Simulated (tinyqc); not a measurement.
# Worked calculation: trench capacitor in an array: capacitance, non-linearity, leakage and relaxation

Numbers from tinyqc (`OMP_NUM_THREADS=1 python tinyqc.py 2102118 2102119 out.jsonl`; about 0.01 s on one thread of a shared Intel Xeon 2.30GHz). Printed values are rounded.

A film between two metal electrodes, each interface adding a series capacitance ci. The small-signal permittivity is ek (1 + aq E^2); the field is found with the linear permittivity. Leakage J = J0 sinh(E/Ef). After a voltage step the film passes a relaxation current kr C V tt^(-nr), tt being the time in seconds. The sidewall is a coaxial capacitor with radii a = dm/2 - t and b = dm/2, depth AR dm; the end face is left out.

Values chosen for this exercise; permittivity of the order of that of aluminium oxide:
- ek = 8.24 (relative permittivity of the film)
- t = 19 nm (film thickness)
- ci = 1000 uF/cm^2 (capacitance of each electrode interface (dead layer and screening))
- aq = 0.0028 cm^2/MV^2 (quadratic field coefficient of the permittivity)
- V = 2.2 V (bias)
- J0 = 1.4e-11 A/cm^2 (leakage prefactor)
- Ef = 0.49 MV/cm (field for an e-fold rise of the leakage)
- dm = 100 nm (diameter of the hole)
- AR = 50 (aspect ratio, depth over diameter)
- pt = 180 nm (pitch of the square array)
- rho = 220 uohm cm (resistivity of the inner electrode)

Constants: eps0 = 8.8541878128e-14 F/cm where lengths are in cm. Results are converted to the units shown.

## Planar capacitance, field and non-linearity

Planar film: Cf = eps0 ek/t, 1/C = 1/Cf + 2/ci, EOT = 3.9 eps0/C, effective permittivity C t/eps0, E = (V/t) C/Cf; quadratic coefficient [C(V)/C - 1]/V^2 with Cf (1 + aq E^2) in C(V).

Cf = 0.3839921 uF/cm^2
C = 0.3836975 uF/cm^2
EOT = 8.999625 nm
effective permittivity = 8.233677
E = 1.157006 MV/cm
quadratic coefficient = 773.8368 ppm/V^2
J = 7.356831e-11 A/cm^2

The interfaces take 0.0767 % of the voltage.

## Cell capacitance, fields and time constant

Per length 1/c = ln(b/a)/(2 pi eps0 ek) + (1/a + 1/b)/(2 pi ci); cell capacitance c AR dm; per footprint over pt^2; fields c V/(2 pi eps0 ek r) at r = a and b; resistance of the inner electrode rho AR dm/(pi a^2); time constant R C/3 of the distributed line.

a = 31 nm
b = 50 nm
cell capacitance = 4.790923 fF
capacitance per footprint = 14.78680 uF/cm^2
field at a = 1.483386 MV/cm
field at b = 0.9196996 MV/cm
R = 3.643505 kohm
R C/3 = 5.818584 ps

The array gives 38.5 times the planar capacitance per footprint; curvature makes the field at the inner electrode 1.28 times the planar value.
